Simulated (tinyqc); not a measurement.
From a target to a composition: model-solid line-up of a strained alloy layer on a substrate.

Problem. A layer of the alloy is strained to the substrate, and its gap (Ec minus the top valence edge) is given. Find x between 0.08 and 0.91, where the gap is monotonic.

All values of the alloy are linear in x but the gap, Eg(x) = (1 - x) Eg_A + x Eg_B - C x (1 - x), and the valence edge, Ev(x) = (1 - x) Ev_A + x Ev_B + fv C x (1 - x); Ec = Ev + Eg. Ev is the top of the unstrained valence band on a scale common to all materials. In the layer only the Gamma valley of the conduction band is followed, also where an X or L valley would lie lower.

Coherent growth on a (001) face: e_par = (a_s - a)/a, e_perp = -2 (C12/C11) e_par; exx = eyy = e_par, ezz = e_perp, no shear.

Strained edges: Ec + ac tr(e); the valence edges are Ev plus the levels of the 6 x 6 matrix of X, Y, Z times spin with -Dso/3 + l exx + m (eyy + ezz) on the diagonal (cyclic), n exy off it, l = av + 2 b, m = av - b, n = sqrt(3) d. Spin-orbit term (Dso/3) L.sigma on X, Y, Z with (L_k)_ij = -i epsilon_kij: <X+|H|Y+> = -i Dso/3, <X+|H|Z-> = Dso/3, <Y+|H|Z-> = -i Dso/3, <Z+|H|X-> = -Dso/3, <Z+|H|Y-> = i Dso/3, <X-|H|Y-> = i Dso/3, and their conjugates; + and - are the spin along z.

Values chosen for the exercise (A near GaP, B near InP, substrate near Ge; the results hold for these values, not for the real material):
- a = (5.457, 5.862) angstrom (lattice constant of A, B)
- Eg = (2.846, 1.442) eV (gap at Gamma to the s-like level of A, B)
- Dso = (0.079, 0.109) eV (spin-orbit splitting of A, B)
- Ev = (-1.27, -0.95) eV (top of the unstrained valence band of A, B)
- ac = (-8.16, -5.98) eV (conduction deformation potential of A, B)
- av = (1.68, 0.61) eV (valence hydrostatic potential of A, B)
- b = (-1.58, -2.03) eV (tetragonal shear potential of A, B)
- d = (-4.58, -5.04) eV (trigonal shear potential of A, B)
- C11 = (142.4, 102.5) GPa (of A, B)
- C12 = (62.9, 55.4) GPa (of A, B)
- C44 = (69.9, 45.4) GPa (of A, B)
- C = 0.692 eV (bowing of the gap)
- fv = 0.3 (share of the bowing taken by the valence edge)
- a_s = 5.652 angstrom (substrate)
- face = 001 (growth face)

strained gap = 1.873954 eV

Find: x; e_par; gap of the relaxed alloy.

Solution. Bisect on x; the strained gap is 2.2101 eV at x = 0.08 and 1.5831 eV at x = 0.91.

x = 0.600
e_par = -0.842 %
gap of the relaxed alloy = 1.838 eV

tinyqc: `OMP_NUM_THREADS=1 python tinyqc.py 1051431 1051432 out.jsonl`; about 0.02 s, one thread, shared Intel(R) Xeon(R) Processor @ 2.30GHz.
